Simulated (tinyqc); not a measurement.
Three programmes: liquidus of a compound AB in a simple-solution melt, liquid-phase epitaxy and vapour pressures. Computed by tinyqc, a small Python program. Command: `OMP_NUM_THREADS=1 python tinyqc.py 3031130 3031131 out.jsonl liq35 walk`. One thread of a shared host (Intel(R) Xeon(R) Processor @ 2.30GHz), about 0.06 s of CPU time with the checks.

x is the atom fraction of B in the melt. The melt is a simple solution: R T ln gamma_B = W (1 - x)^2, R T ln gamma_A = W x^2, W = a + b T. The solid AB is stoichiometric.

Inputs (values chosen for the exercise, modelled on GaSb for the melt):
```
quantity                        value       unit
melting point T_F                 983          K
entropy of fusion S_F            66.4  J/(mol K)
interaction a                    20.4     kJ/mol
interaction slope b             -25.7  J/(mol K)
saturation temperature T          626          K
step dT                            11          K
cooling rate c                    1.1      K/min
diffusivity in the melt D     4.9e-05     cm^2/s
molar volume of the melt V_L       12   cm^3/mol
lattice constant a0             6.096   angstrom
melt depth w                      5.2         mm
```

Constants: R = 8.314462618 J/(mol K); N_A = 6.02214076e+23 1/mol; k_B = 8.617333262e-05 eV/K.

Method:
- Liquidus (Vieland): f(x) = R T ln[4 x (1 - x)] + 2 W (1/2 - x)^2 + S_F (T_F - T) = 0.
- Newton steps with f' = (1 - 2x)[R T/(x (1 - x)) - 2 W], from the dilute estimate x = (1/4) exp[-(S_F (T_F - T) + W/2)/(R T)]; stop below 1e-13; f under 1e-6 shown as 0.
- dx/dT = -(df/dT)/f', df/dT = R ln[4 x (1 - x)] + 2 b (1/2 - x)^2 - S_F, f' = (1 - 2x)[R T/(x (1 - x)) - 2 W]. Concentrations: C_L = x N_A/V_L in the melt, C_S = 4/a0^3 in the solid; m = dT/dC_L.
- Semi-infinite melt (Hsieh): step d = 2 dT sqrt(D t/pi)/(C_S m); ramp d = (4/3) c sqrt(D/pi) t^(3/2)/(C_S m); supercooling is their sum. A melt of depth w can give at most w (undercooling)/(C_S m).

C_S = 1.76573e+22 1/cm^3

slope m = 4.90790e-19 K cm^3

dx/dT = 4.06008e-05 1/K

solubility x = 0.00174634

Thickness (micrometre):
```
t (min)    step        ramp  supercooling  sqrt(D t) (mm)
0.2      0.3473  4.6308e-03        0.3519          0.2425
0.5      0.5491  1.8305e-02        0.5674          0.3834
1.0      0.7766  5.1774e-02        0.8284          0.5422
2.0      1.0983  1.4644e-01        1.2447          0.7668
5.0      1.7365  5.7885e-01        2.3154          1.2124
10.0     2.4558  1.6372e+00        4.0931          1.7146
20.0     3.4731  4.6308e+00        8.1039          2.4249
```

What does the comparison show, and why?

Step cooling goes as t^(1/2), ramp cooling as t^(3/2); they are equal at t = 3 dT/(2 c) = 15.0 min. The local exponent of their sum runs from 0.52 to 0.99. Rows with sqrt(D t) above about half the depth of 5.2 mm are overestimates. In the late ramp rows the undercooling is so large that the liquidus slope is not constant.
